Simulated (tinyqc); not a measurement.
Linear model of a band gap against the share of exact exchange: one step. Fixed shares. Four cases, with inputs chosen for the exercise.

Question. Gap, error against the target and eps for alpha = 0, 0.25 and 1/e0; and the alpha that meets the target, (Et - E0)/S.

E(alpha) = E0 + S alpha. A wider gap screens less, modelled in the Penn form eps(alpha) = 1 + (e0 - 1)(EP/(EP + S alpha))^2 with a scale EP chosen for the exercise. A dielectric-dependent hybrid takes alpha = 1/eps.

Give: a table of alpha, E (eV), E - Et (eV), eps; alpha for the target.

Case 1.

Values chosen (of the order of those of GaAs; not measured data): E0 = 0.52 eV (gap of the semi-local functional); S = 5.53 eV (slope dE/d(alpha)); e0 = 11.34 (optical dielectric constant at alpha = 0); EP = 10.3 eV (energy scale of the screening); Et = 1.55 eV (target gap).

Answer.

Results:
```
alpha   E (eV)  E - Et (eV)     eps
0.0000   0.520       -1.030  11.340
0.2500   1.903        0.352   9.038
0.0882   1.008       -0.542  10.426
```

alpha for the target = 0.1863

A quarter of exact exchange overshoots the target by 0.35 eV: the material needs 0.186, and 1/e0 = 0.088 lies further from it than 0.25 does.

Case 2.

Values chosen (of the order of those of GaN; not measured data): E0 = 1.88 eV (gap of the semi-local functional); S = 7.39 eV (slope dE/d(alpha)); e0 = 5.99 (optical dielectric constant at alpha = 0); EP = 19 eV (energy scale of the screening); Et = 3.47 eV (target gap).

Answer.

Results:
```
alpha   E (eV)  E - Et (eV)    eps
0.0000   1.880       -1.590  5.990
0.2500   3.728        0.258  5.145
0.1669   3.114       -0.356  5.400
```

alpha for the target = 0.2152

A quarter of exact exchange overshoots the target by 0.26 eV: the material needs 0.215, and 1/e0 = 0.167 lies further from it than 0.25 does.

Case 3.

Values chosen (of the order of those of Ge; not measured data): E0 = 0.08 eV (gap of the semi-local functional); S = 5.05 eV (slope dE/d(alpha)); e0 = 16.96 (optical dielectric constant at alpha = 0); EP = 8.4 eV (energy scale of the screening); Et = 0.74 eV (target gap).

Answer.

Results:
```
alpha   E (eV)  E - Et (eV)     eps
0.0000   0.080       -0.660  16.960
0.2500   1.343        0.603  13.062
0.0590   0.378       -0.362  15.886
```

alpha for the target = 0.1307

A quarter of exact exchange overshoots the target by 0.60 eV: the material needs 0.131, and 1/e0 = 0.059 lies closer to it than 0.25 does.

Case 4.

Values chosen (of the order of those of GaN; not measured data): E0 = 1.84 eV (gap of the semi-local functional); S = 7.11 eV (slope dE/d(alpha)); e0 = 5.88 (optical dielectric constant at alpha = 0); EP = 21.5 eV (energy scale of the screening); Et = 3.57 eV (target gap).

Answer.

Results:
```
alpha   E (eV)  E - Et (eV)    eps
0.0000   1.840       -1.730  5.880
0.2500   3.618        0.048  5.163
0.1701   3.049       -0.521  5.374
```

alpha for the target = 0.2433

A quarter of exact exchange overshoots the target by 0.05 eV: the material needs 0.243, and 1/e0 = 0.170 lies further from it than 0.25 does.

Computed by tinyqc, one run a case: `OMP_NUM_THREADS=1 python tinyqc.py N N+1 out.jsonl` with N = 1880213, 1880354, 1880514, 1880548; one thread of a shared Intel(R) Xeon(R) Processor @ 2.30GHz, about 0.01 s a run at most.
